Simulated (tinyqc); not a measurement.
Self-consistent Fermi level with native defects, at growth and after a quench: one step, computed by the program tinyqc.

Energies are counted from the top of the valence band (VBM); when the gap shrinks with temperature the conduction band moves and the levels stay. The added dopant is taken as fully ionised. D and A draw on one reservoir with opposite signs, as the two vacancies of a compound do.

Problem. Formation energies at E_F = 0. E_f(D, 0) = input + s and E_f(A, 0) = input - s; E_f(q, E_F = 0) follows from the levels, eps(q/q-1) = E_f(q - 1) - E_f(q) at E_F = 0.

Inputs (values chosen for the exercise, for a model semiconductor): E_f of the neutral native donor D = 2.376 eV; E_f of the neutral native acceptor A = 2.88 eV; shift s of the chemical potential = -0.2 eV.

Added shallow dopant: donor.

levels of D above the VBM, most positive state first (eV): [0.711, 0.947, 1.27]

levels of A above the VBM, (0/-1) first (eV): [0.0363, 0.472]

Give: E_f(q, E_F = 0).

Solution.

E_f(q, E_F = 0) (eV): D(+3) -0.7520, D(+2) -0.0410, D(+1) 0.9060, D(0) 2.1760, A(0) 3.0800, A(-1) 3.1163, A(-2) 3.5883
